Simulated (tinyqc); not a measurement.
Threshold-voltage variability of a planar MOSFET, analytic estimates: a gate of 2 grains.

Three independent sources add in quadrature: random dopants in the depleted layer, metal-gate grains of two orientations, and roughness of the two gate edges acting through the roll-off VT = VT(long) - Vr exp(-L/l). These are first-order estimates: no three-dimensional electrostatics, no percolation.

Each of 2 equal grains has the higher work function with probability p; the threshold shift is dW (j/2 - p) for j such grains, and the off current changes by exp(-shift/(n Vt)).

Parameters, values chosen for the exercise; material values close to those of silicon:

| symbol | value | unit | meaning |
|---|---|---|---|
| T | 400 | K | temperature |
| dW | 0.1 | eV | work-function difference of the two grain orientations |
| p | 0.3 |  | share of the orientation of higher work function |
| n | 1.25 |  | subthreshold factor |

Constants: q = 1.602176634e-19 C, kB = 1.380649e-23 J/K, Vt = kB T/q. Results are converted to the units shown.

Distribution:
```
j  probability  shift (mV)  Ioff factor  probability x factor
0      0.49000     -30.000       2.0063               0.98307
1      0.42000      20.000      0.62865               0.26403
2     0.090000      70.000      0.19698              0.017729
```

What does the table show?

The standard deviation is dW sqrt(p (1 - p)/2) = 32.4 mV. The mean off current is 1.26 times the nominal one; the log-normal formula exp(s^2/(2 (n Vt)^2)) gives 1.33. Devices with j = 0, 49 % of all, carry 78 % of the mean leakage.

tinyqc, about 0.01 s, one thread, Intel Xeon 2.30GHz (shared host): `OMP_NUM_THREADS=1 python tinyqc.py 2090065 2090066 out.jsonl`
